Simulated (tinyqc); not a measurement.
Worked calculation: UHF in the 3-21g basis, for H2, spin multiplicity 1. One step of it, computed by the program tinyqc.

Question. Iteration 3: building the Fock matrix. J_ij = sum D_kl (ij|kl) with D = D(alpha) + D(beta), K_ij = sum D_kl (ik|jl) for each spin; F = H + J - K(s); E = tr D H + tr D J / 2 - 0.5 sum_s tr D(s) K(s) + E_nn.

D(alpha) after iteration 2, lower triangle:
```
          1H 1s     1H 2s     2H 1s     2H 2s
1H 1s  0.113447
1H 2s  0.209102  0.385410
2H 1s  0.037737  0.069556  0.012553
2H 2s  0.047918  0.088321  0.015939  0.020240
```

D(beta) after iteration 2, lower triangle:
```
          1H 1s     1H 2s     2H 1s     2H 2s
1H 1s  0.012553
1H 2s  0.015939  0.020240
2H 1s  0.037737  0.047918  0.113447
2H 2s  0.069556  0.088321  0.209102  0.385410
```

core Hamiltonian H = T + V (hartree), lower triangle:
```
           1H 1s      1H 2s      2H 1s      2H 2s
1H 1s  -0.594849
1H 2s  -0.762740  -0.813282
2H 1s  -0.207111  -0.402576  -0.594849
2H 2s  -0.402576  -0.590167  -0.762740  -0.813282
```

Two-electron integrals (ij|kl) in chemists' order, unique and non-zero (hartree):
```
(11|11) 1.140145   (21|11) 0.611403   (21|21) 0.345152   (22|11) 0.626370
(22|21) 0.380329   (22|22) 0.482957   (31|11) 0.064055   (31|21) 0.038226
(31|22) 0.046008   (31|31) 0.007362   (32|11) 0.139060   (32|21) 0.087745
(32|22) 0.120952   (32|31) 0.018886   (32|32) 0.063340   (33|11) 0.422640
(33|21) 0.271600   (33|22) 0.396225   (33|31) 0.064055   (33|32) 0.252198
(33|33) 1.140145   (41|11) 0.252198   (41|21) 0.143725   (41|22) 0.160918
(41|31) 0.018886   (41|32) 0.044279   (41|33) 0.139060   (41|41) 0.063340
(42|11) 0.328088   (42|21) 0.202216   (42|22) 0.266804   (42|31) 0.031455
(42|32) 0.092933   (42|33) 0.328088   (42|41) 0.092933   (42|42) 0.173774
(43|11) 0.271600   (43|21) 0.173759   (43|22) 0.251113   (43|31) 0.038226
(43|32) 0.143725   (43|33) 0.611403   (43|41) 0.087745   (43|42) 0.202216
(43|43) 0.345152   (44|11) 0.396225   (44|21) 0.251113   (44|22) 0.358667
(44|31) 0.046008   (44|32) 0.160918   (44|33) 0.626370   (44|41) 0.120952
(44|42) 0.266804   (44|43) 0.380329   (44|44) 0.482957
```

nuclear repulsion = 0.42334177 hartree

Give: Coulomb J; exchange K(alpha); exchange K(beta); F(alpha); F(beta); total energy of this density.

Answer.

Coulomb J (hartree), lower triangle:
```
        1H 1s   1H 2s   2H 1s   2H 2s
1H 1s  1.2267
1H 2s  0.7325  0.9219
2H 1s  0.1090  0.3288  1.2267
2H 2s  0.3288  0.5910  0.7325  0.9219
```

exchange K(alpha) (hartree), lower triangle:
```
        1H 1s   1H 2s   2H 1s   2H 2s
1H 1s  0.5797
1H 2s  0.4931  0.4816
2H 1s  0.1532  0.1768  0.1429
2H 2s  0.2879  0.3037  0.1626  0.2327
```

exchange K(beta) (hartree), lower triangle:
```
        1H 1s   1H 2s   2H 1s   2H 2s
1H 1s  0.1429
1H 2s  0.1626  0.2327
2H 1s  0.1532  0.2879  0.5797
2H 2s  0.1768  0.3037  0.4931  0.4816
```

F(alpha) (hartree), lower triangle:
```
         1H 1s    1H 2s    2H 1s    2H 2s
1H 1s   0.0521
1H 2s  -0.5233  -0.3730
2H 1s  -0.2513  -0.2506   0.4889
2H 2s  -0.3617  -0.3029  -0.1928  -0.1241
```

F(beta) (hartree), lower triangle:
```
         1H 1s    1H 2s    2H 1s    2H 2s
1H 1s   0.4889
1H 2s  -0.1928  -0.1241
2H 1s  -0.2513  -0.3617   0.0521
2H 2s  -0.2506  -0.3029  -0.5233  -0.3730
```

total energy of this density = -1.040489 hartree
